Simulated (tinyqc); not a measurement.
Worked calculation: plane-wave Kohn-Sham cycle with exchange-only LDA in a layered model solid. One step of it, computed by the program tinyqc.

Question. Iteration 2: potential. V_H(G) = 4 pi rho(G)/G^2 for G != 0 (uniform background); v_x = -(3 rho/pi)^(1/3); V = V_ext + V_H + v_x; Fourier components f(G_m) = (1/N) sum_j f(x_j) exp(-i G_m x_j).

A solid whose potential varies along x alone (atomic units):
```
parameter                      value
period a                   12.600000
cross-section of the cell  26.000000
electrons per cell                 4
grid points                       16
plane waves -n..n, n               2
k points                           1
V1 in V1 cos(2 pi x/a)     -0.560000
```

density after iteration 1 (e/bohr^3): 0.02130591  0.02272353  0.02347178  0.01889232  0.01081651  0.00477459  0.00267020  0.00244961  0.00245722  0.00244961  0.00267020  0.00477459  0.01081651  0.01889232  0.02347178  0.02272353

Give: Potentials on the grid; V(G_m), m = 0, 1, 2, ....

Answer.

Potentials on the grid (hartree):
```
x          V_ext      V_H      v_x        V
0.0000   -0.5600   0.5990  -0.2730  -0.2340
0.7875   -0.5174   0.5624  -0.2789  -0.2338
1.5750   -0.3960   0.4444  -0.2820  -0.2335
2.3625   -0.2143   0.2423  -0.2623  -0.2343
3.1500         0  -0.0094  -0.2178  -0.2272
3.9375    0.2143  -0.2518  -0.1658  -0.2033
4.7250    0.3960  -0.4390  -0.1366  -0.1796
5.5125    0.5174  -0.5529  -0.1327  -0.1683
6.3000    0.5600  -0.5909  -0.1329  -0.1638
7.0875    0.5174  -0.5529  -0.1327  -0.1683
7.8750    0.3960  -0.4390  -0.1366  -0.1796
8.6625    0.2143  -0.2518  -0.1658  -0.2033
9.4500         0  -0.0094  -0.2178  -0.2272
10.2375  -0.2143   0.2423  -0.2623  -0.2343
11.0250  -0.3960   0.4444  -0.2820  -0.2335
11.8125  -0.5174   0.5624  -0.2789  -0.2338
```

V(G_m), m = 0, 1, 2, ... (hartree): -0.2099  -0.0182  0.0067  0.0008  -0.0016
